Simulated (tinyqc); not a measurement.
Raising U: Hubbard chain of 2 sites, mean field against exact. Computed by the program tinyqc. Collinear unrestricted mean field (the lowest of 40 random starts) against exact diagonalisation.

one-body matrix (hopping and site energies) (eV):
```
         1        2
1   0.0000  -0.6700
2  -0.6700   0.0000
```

electrons, up and down: 1  1

Exact and mean-field results (eV):

| U | U/t | E exact | E mean field | mean \|n_up - n_down\| | double occupancy, exact | first gap in the sector |
|---|---|---|---|---|---|---|
| 0.340 | 0.507 | -1.18074 | -1.17000 | 0.000 | 0.219 | 1.181 |
| 0.670 | 1.000 | -1.04624 | -1.00500 | 0.000 | 0.189 | 1.046 |
| 1.340 | 2.000 | -0.82817 | -0.67000 | 5.18e-04 | 0.138 | 0.828 |
| 2.010 | 3.000 | -0.67000 | -0.44667 | 0.745 | 0.100 | 0.670 |
| 2.680 | 4.000 | -0.55505 | -0.33500 | 0.866 | 0.073 | 0.555 |
| 4.020 | 6.000 | -0.40572 | -0.22333 | 0.943 | 0.042 | 0.406 |
| 5.360 | 8.000 | -0.31633 | -0.16750 | 0.968 | 0.026 | 0.316 |
| 8.040 | 12.000 | -0.21745 | -0.11167 | 0.986 | 0.013 | 0.217 |
| 13.400 | 20.000 | -0.13269 | -0.06700 | 0.995 | 4.85e-03 | 0.133 |

What does the comparison show, and why?

In absolute terms mean field is worst at U/t = 3.0, 0.223 eV too high: at small U it is nearly exact, and at large U it misses only exchange-scale energies. For the symmetric dimer the instability lies at U = 2t. Its local moments set in at U/t = 3.0 of those listed, a broken symmetry that the exact state of a finite cluster with equal spins does not have. Relative to the exact energy its error is 0.9 % at the smallest U, 50 % at most and 50 % at the largest. The double occupancy falls from 0.219 to 0.005; at the largest U the first gap is 0.99 times the exchange scale 4t^2/U.
